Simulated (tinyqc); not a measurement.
Electron continuity equation in a given potential, Scharfetter-Gummel discretisation: current and errors against the applied potential.

Steady state in one dimension: J = q mu n E + q D dn/dx with E = -dpsi/dx and D = mu Vt, dJ/dx = q (n/tau - G), fixed densities nL and nR at the ends. The potential is given, psi = U (x/L)^2, and is not changed by the electrons.

8 equal intervals. Fluxes J_i = (q D/h)(n_(i+1) P_i - n_i Q_i), d_i = (psi_(i+1) - psi_i)/Vt: Scharfetter-Gummel P = B(d), Q = B(-d), B(d) = d/(exp(d) - 1); central P = 1 - d/2, Q = 1 + d/2; upwind P = 1 + max(-d, 0), Q = 1 + max(d, 0). Balance at each inner node: J_i - J_(i-1) = q h (n_i/tau - G). The reference is Scharfetter-Gummel on 4000 intervals or more. Errors are those of J on the first interval against the reference at its midpoint; errors under 1e-6 % are printed as 0.

Inputs (values chosen for the exercise); mobility close to that of silicon at room temperature: temperature T = 300 K; electron mobility mu = 1370 cm^2/(V s); length of the region L = 0.73 um; density at x = 0 nL = 4.2e13 cm^-3; density at x = L nR = 0 cm^-3; lifetime tau = 4.7e-11 s; uniform generation rate G = 0 cm^-3 s^-1.

Constants: q = 1.602176634e-19 C, kB = 1.380649e-23 J/K, Vt = kB T/q. Results are converted to the units shown.

Current and errors against the applied potential:

| U (V) | largest \|d\| | reference J (A/cm^2) | SG error (%) | central error (%) | upwind error (%) | most negative central n (cm^-3), 0 if none |
|---|---|---|---|---|---|---|
| 0.01 | 0.09066 | -5.864 | 0.156 | 0.149 | 1.06 | 0 |
| 0.041 | 0.3717 | -6.820 | 0.453 | 0.370 | 3.22 | 0 |
| 0.1 | 0.9066 | -8.560 | 1.06 | 0.824 | 5.50 | 0 |
| 0.21 | 1.904 | -11.28 | 2.23 | 1.73 | 8.57 | 0 |
| 0.31 | 2.810 | -13.32 | 3.28 | 2.53 | 11.1 | 0 |
| 0.45 | 4.080 | -15.76 | 4.77 | 3.64 | 14.3 | 0 |
| 0.62 | 5.621 | -18.31 | 6.59 | 4.98 | 17.9 | 0 |
| 0.93 | 8.431 | -22.23 | 9.96 | 7.43 | 24.0 | 0 |

The reference current falls from -5.86 to -22.2 A/cm^2. The largest errors in size are 10 % (Scharfetter-Gummel), 7.4 % (central) and 24 % (upwind). With sources Scharfetter-Gummel is no longer exact, since it takes J constant over each interval, and it is not always the most accurate for J.

tinyqc, about 0.01 s, one thread, Intel Xeon 2.30GHz (shared host): `OMP_NUM_THREADS=1 python tinyqc.py 2220127 2220128 out.jsonl`
